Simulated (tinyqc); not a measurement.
Trap-assisted generation and recombination current of an abrupt junction: one step, computed by the program tinyqc. Command: `OMP_NUM_THREADS=1 python tinyqc.py 3005410 3005411 out.jsonl junctionleak walk`. One thread of a shared host (Intel(R) Xeon(R) Processor @ 2.30GHz), about 0.01 s of CPU time with the checks.

Depletion approximation, flat quasi-Fermi levels across the depleted layer, long neutral regions with minority lifetimes tau_n and tau_p, full ionisation and Boltzmann statistics. Voltages in exponents stand for e V.

Problem. Depleted layer under reverse bias. W = sqrt(2 eps eps_0 (V_bi - V)(1/N_A + 1/N_D)/e), x_p = W N_D/(N_A + N_D), x_n = W - x_p, peak field F_m = 2 (V_bi - V)/W; reverse bias means V = -V_r.

Inputs (values chosen for the exercise, with bands and screening modelled on GaP):
```
quantity                   value   unit
dielectric constant eps     11.1      -
acceptor density N_A     6.7e+17  cm^-3
donor density N_D        1.1e+18  cm^-3
reverse bias V_r             3.6      V
temperature T                350      K
```

Field enhancement: Hurkx tunnelling factor.

V_bi = 2.022789 V

Constants: eps_0 = 8.8541878128e-12 F/m; e = 1.602176634e-19 C.

Give: W; x_p; x_n; peak field F_m.

Solution.

W = 128.7 nm

x_p = 79.99 nm

x_n = 48.72 nm

peak field F_m = 8.737e+05 V/cm
